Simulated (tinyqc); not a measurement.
Band folding and unfolding in a supercell of a chain: one step. Folded levels and Fourier components.

A chain with hopping -t and n = 6 sites a supercell. H(K) has v_j on the diagonal, -t between neighbours and -t exp(2 pi i K) on the bond that closes the cell (from the last site to the first of the next cell). The point K holds the n wave vectors k_m = (K + m)/n of the primitive zone, in 2 pi/a, m = 0 to n - 1, with E0 = -2t cos(2 pi k_m). The unfolding weight of a state c on k_m is |sum_j c_j exp(-2 pi i k_m j)|^2/n, j = 0 to n - 1.

Parameters, chosen for this exercise: t = 1.86 eV (hopping); v = (-1.38, 1.38, -1.38, 1.38, 1.38, 1.38) eV (site energies in the supercell); Kq = 0.19 2 pi/(n a) (wave vector in the small zone).

Task: List k_m and E0; V_q = (1/n) sum_j v_j exp(-2 pi i q j/n) couples k_m to k_(m+q).

Give: Folded band; V_0, V_1, ....

Result:

Folded band:
```
m  k_m (2 pi/a)  E0 (eV)
0        0.0317  -3.6466
1        0.1983  -1.1865
2        0.3650   2.4601
3        0.5317   3.6466
4        0.6983   1.1865
5        0.8650  -2.4601
```

V_0, V_1, ... (eV): 0.4600  -0.2300+0.3984i  -0.2300-0.3984i  -0.9200

Program tinyqc; command `OMP_NUM_THREADS=1 python tinyqc.py 1452016 1452017 out.jsonl`; about 0.01 s on one thread of a shared Intel(R) Xeon(R) Processor @ 2.30GHz.
